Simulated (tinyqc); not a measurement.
Charge neutrality of a doped semiconductor with incomplete ionisation. Changing the acceptor depth E_A. Computed by tinyqc, a small Python program. Command: `OMP_NUM_THREADS=1 python tinyqc.py 3005625 3005626 out.jsonl dopant sweep`. One thread of a shared host (Intel(R) Xeon(R) Processor @ 2.30GHz), about 0.04 s of CPU time with the checks.

Energies are counted from the top of the valence band; E_D is measured down from the conduction band and E_A up from the valence band.

Inputs (values chosen for the exercise, modelled on GaP):

| quantity | value | unit |
|---|---|---|
| gap at 0 K E_g0 | 2.33 | eV |
| Varshni alpha | 0.000581 | eV/K |
| Varshni beta | 366 | K |
| electron mass m_e | 0.498 | m_0 |
| valleys M_c | 3 | - |
| hole mass m_h | 0.79 | m_0 |
| donor density N_D | 9e+17 | cm^-3 |
| acceptor density N_A | 1.8e+18 | cm^-3 |
| donor depth E_D | 0.107 | eV |
| donor degeneracy g_D | 2 | - |
| acceptor degeneracy g_A | 4 | - |
| static dielectric constant eps_s | 11.5 | - |
| temperature T | 40 | K |
| iteration cap | 60 | - |

Doping: p-type, compensated. Statistics of the bands: Fermi-Dirac. Solver: Newton steps on the logarithm. Start of Newton steps: intrinsic level E_i.

Constants: m_0 = 9.1093837015e-31 kg; k_B = 1.380649e-23 J/K; h = 6.62607015e-34 J s; k_B = 8.617333262e-05 eV/K.

Method:
- E_g = E_g0 - alpha T^2/(T + beta).
- N_c = 2 M_c (2 pi m_e k_B T/h^2)^(3/2) and N_v = 2 (2 pi m_h k_B T/h^2)^(3/2), masses in units of m_0.
- n_i = sqrt(N_c N_v) exp(-E_g/(2 k_B T)); E_i = E_g/2 + (k_B T/2) ln(N_v/N_c).
- n = N_c F_1/2((E_F - E_g)/k_B T), p = N_v F_1/2(-E_F/k_B T).
- F_1/2(eta) = (2/sqrt(pi)) int_0^infinity sqrt(x)/(1 + exp(x - eta)) dx, by the trapezoid rule in t = sqrt(x) with step 0.02 up to t = 12 (for eta < -12 by exp(eta) - exp(2 eta)/2^(3/2)).
- N_D+ = N_D/(1 + g_D exp((E_F - E_g + E_D)/k_B T)).
- N_A- = N_A/(1 + g_A exp((E_A - E_F)/k_B T)).
- Neutrality: p + N_D+ = n + N_A-; the log ratio is ln[(p + N_D+)/(n + N_A-)].
- Newton steps from the start named, with the slope from a central difference of 1e-6 eV; the function is the log ratio y = ln[(p + N_D+)/(n + N_A-)]; the bracket -0.3 to E_g + 0.3 eV is narrowed by the sign of y at each step, and a step that would leave it is replaced by its midpoint; stop when |log ratio| < 1e-9.

One run for each value:

| acceptor depth E_A (eV) | majority density p (cm^-3) | ionised share of the acceptors | distance of E_F from the majority band edge (eV) |
|---|---|---|---|
| 0.010 | 1.144e+16 | 0.5064 | 0.0149 |
| 0.018 | 1.154e+15 | 0.5006 | 0.0228 |
| 0.032 | 1.993e+13 | 0.5000 | 0.0368 |
| 0.057 | 1.411e+10 | 0.5000 | 0.0618 |
| 0.100 | 5.394e+04 | 0.5000 | 0.1048 |
| 0.180 | 4.491e-06 | 0.5000 | 0.1848 |
| 0.330 | 5.665e-25 | 0.5000 | 0.3348 |
| 0.580 | 1.797e-56 | 0.5000 | 0.5848 |

Describe the trends.

Over the rows, majority density p (cm^-3) falls from 1.14e16 to 1.80e-56 (exponent d ln y / d ln x -3.9 between the first rows and -130 between the last); ionised share of the acceptors falls from 0.506 to 0.500, flat over part of the range; distance of E_F from the majority band edge (eV) rises from 0.0149 to 0.585 (exponent d ln y / d ln x 0.73 between the first rows and 0.99 between the last).

Caution (rows 0.0100, 0.0180, 0.0320): N^(1/3) a is above 0.2 for the radius a = e^2/(8 pi eps_0 eps_s E) of the dopant: near the Mott value, 0.26, the level broadens, and above it the level has merged with the band and all dopants are ionised, so such results of a fixed depth are only formal. Caution (rows 0.100, 0.180, 0.330, 0.580): so few free carriers remain that hopping between impurities, left out here, would carry any current. Caution (rows 0.180, 0.330, 0.580): there is less than one majority carrier per cm^3: the dopants are frozen out and the equilibrium density is only formal.
